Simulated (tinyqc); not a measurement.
# Changing the temperature T

Model: quasi-harmonic thermal expansion with mode Grueneisen parameters. Computed by tinyqc, a small Python program. Command: `OMP_NUM_THREADS=1 python tinyqc.py 3022368 3022369 out.jsonl qha sweep`. One thread of a shared host (Intel(R) Xeon(R) Processor @ 2.30GHz), about 0.09 s of CPU time with the checks.

A crystal with two atoms a cell; per atom there are 1 transverse acoustic (TA), 1/2 longitudinal acoustic (LA) and 3/2 optical (O) modes. Every frequency of group i scales as nu_i (V/V0)^(-gamma_i). The acoustic groups have Debye spectra, density 3 nu^2/nu_i^3 up to nu_i (40 Gauss-Legendre points); the optical group has one frequency. Static energy: E = (9 V0 B0/16) [y^3 B' + y^2 (2 - 4 y)], y = (V0/V)^(2/3) - 1, with pressure P_s = (3 B0/2) (z^7 - z^5) [1 + (3/4)(B' - 4)(z^2 - 1)], z = (V0/V)^(1/3).

Inputs (values chosen for the exercise, for a model crystal):

| quantity | value | unit |
|---|---|---|
| static volume V0 | 14.3 | angstrom^3/atom |
| static bulk modulus B0 | 55.3 | GPa |
| static B' | 4.07 | - |
| frequency nu_TA | 6.57 | THz |
| frequency nu_LA | 12.6 | THz |
| frequency nu_O | 22.4 | THz |
| Grueneisen parameter gamma_TA | 0.85 | - |
| Grueneisen parameter gamma_LA | 1.3 | - |
| Grueneisen parameter gamma_O | 1.2 | - |
| step factor f | 0.8 | - |

Acoustic groups: Debye.

Constants: h x 1 THz = 4.135667696 meV; k_B = 8.617333262e-05 eV/K; 1 eV/angstrom^3 = 160.2176634 GPa.

Method:
- For a mode with x = h nu/(k_B T), n = 1/(exp(x) - 1): U = h nu (n + 1/2), C/k_B = x^2 n (n + 1); U_i and C_i sum these over group i with its weight per atom.
- Phonon pressure P_ph = sum_i gamma_i U_i/V.
- gamma_th = sum gamma_i C_i / sum C_i; volume expansion coefficient alpha_V = gamma_th C k_B/(B0 V0); linear coefficient alpha_V/3; first-order volume change P_ph/B0.
- Start at V0 and step V(new) = V [1 + f (P_s + P_ph)/B0]; stop when |P_s + P_ph| < 1e-8 GPa, after 60 steps, or when V leaves 0.7 to 1.3 V0.
- B_T = -V d(P_s + P_ph)/dV at fixed T (central difference, step 1e-4 V); alpha_V = sum gamma_i C_i k_B/(B_T V), all at V(T); the linear coefficient is alpha_L = alpha_V/3.
- C_P - C_V = alpha_V^2 B_T V T; the optical frequency is nu_O (V/V0)^(-gamma_O).

One run for each value:

| temperature T (K) | linear expansion coefficient (ppm/K) | gamma_th at V0 | volume change from V0 (%) | isothermal bulk modulus B_T (GPa) | C_P - C_V (k_B/atom) |
|---|---|---|---|---|---|
| 20 | 0.118 | 0.8798 | 2.1381 | 53.137 | 1.3978e-07 |
| 30 | 0.389 | 0.8803 | 2.1388 | 53.135 | 2.2975e-06 |
| 44 | 1.076 | 0.8844 | 2.1418 | 53.127 | 2.5746e-05 |
| 65 | 2.391 | 0.8982 | 2.1529 | 53.098 | 1.8787e-04 |
| 96 | 4.165 | 0.9245 | 2.1844 | 53.025 | 8.4123e-04 |
| 140 | 6.186 | 0.9610 | 2.2546 | 52.873 | 2.7002e-03 |
| 210 | 9.156 | 1.0106 | 2.4197 | 52.517 | 8.8269e-03 |
| 310 | 12.791 | 1.0520 | 2.7602 | 51.816 | 2.5175e-02 |
| 460 | 16.218 | 1.0770 | 3.4413 | 50.555 | 5.8983e-02 |
| 680 | 18.793 | 1.0893 | 4.6536 | 48.564 | 1.1378e-01 |
| 1000 | 20.804 | 1.0950 | 6.6704 | 45.609 | 1.9628e-01 |

What does the table show, and why?

Over the rows, linear expansion coefficient (ppm/K) rises from 0.118 to 20.8 (exponent d ln y / d ln x 3.0 between the first rows and 0.26 between the last); gamma_th at V0 rises from 0.880 to 1.10 (exponent d ln y / d ln x 0.0015 between the first rows and 0.014 between the last); volume change from V0 (%) rises from 2.14 to 6.67 (exponent d ln y / d ln x 8.4e-4 between the first rows and 0.93 between the last). alpha follows sum gamma_i C_i: each group joins once k_B T nears its h nu, the softest first. C_P - C_V goes as alpha^2 T.

Caution (rows 680, 1000): at so large an expansion explicit anharmonic terms and a volume-dependent gamma, both left out, matter.
